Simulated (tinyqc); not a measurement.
From results back to parameters: hole subbands of a hard-walled well, four-band Luttinger model. Three cases, with inputs chosen for the exercise.

Problem. At k = 0 in a hard-walled well HHn = c (g1 - 2 g2)(n pi/L)^2 - Z0 and LHn = c (g1 + 2 g2)(n pi/L)^2 + Z0, c = hbar^2/2m0. Two spacings were computed from hidden g1 and g2.

Constants: hbar^2/2m0 = 3.80998211 eV angstrom^2.
Find: u = c (pi/L)^2; g2; g1.
Method. HH2 - HH1 = 3u (g1 - 2 g2) and LH1 - HH1 = 4 u g2 + 2 Z0.

Case 1.

Values chosen (out of a larger set: near those of GaSb; not measured data): L = 180 angstrom (well width along [001]); Z0 = 0.0173 eV (shear strain energy).

HH2 - HH1 = 13.927 meV
LH1 - HH1 = 56.512 meV

Solution.

u = c (pi/L)^2 = 1.161 meV
g2 = 4.72
g1 = 13.44

Case 2.

Values chosen (out of a larger set: near those of GaSb; not measured data): L = 150 angstrom (well width along [001]); Z0 = 0 eV (shear strain energy).

HH2 - HH1 = 18.902 meV
LH1 - HH1 = 31.821 meV

Solution.

u = c (pi/L)^2 = 1.671 meV
g2 = 4.76
g1 = 13.29

Case 3.

Values chosen (out of a larger set: near those of Si; not measured data): L = 125 angstrom (well width along [001]); Z0 = 0 eV (shear strain energy).

HH2 - HH1 = 26.136 meV
LH1 - HH1 = 3.273 meV

Solution.

u = c (pi/L)^2 = 2.407 meV
g2 = 0.34
g1 = 4.30

Computed by tinyqc, one run a case: `OMP_NUM_THREADS=1 python tinyqc.py N N+1 out.jsonl` with N = 1282076, 1282090, 1282092; one thread of a shared Intel(R) Xeon(R) Processor @ 2.30GHz, about 0.1 s a run at most.
